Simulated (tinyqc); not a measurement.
## Trap density from the barrier height

Inverse problem. In a partly depleted grain with all boundary traps filled, 2 N W = Qt and VB = q N W^2/(2 eps0 eps_r). Find Qt, W and the doping at which VB would equal Vt.

Inputs (values chosen for the exercise): temperature T = 350 K; relative permittivity eps_r = 11.7.

Constants: q = 1.602176634e-19 C, kB = 1.380649e-23 J/K, Vt = kB T/q, eps0 = 8.8541878128e-14 F/cm where lengths are in cm. Results are converted to the units shown.

doping = 2.9e18 cm^-3
barrier height = 0.12326073 V

Answer. Eliminating W gives VB = q Qt^2/(8 eps0 eps_r N), which falls as 1/N.

Qt = 4.30e12 cm^-2
W = 7.41 nm
doping for VB = Vt = 1.19e19 cm^-3

Program tinyqc, `OMP_NUM_THREADS=1 python tinyqc.py 2830015 2830016 out.jsonl`; Intel Xeon 2.30GHz, shared host, one thread, about 0.01 s.
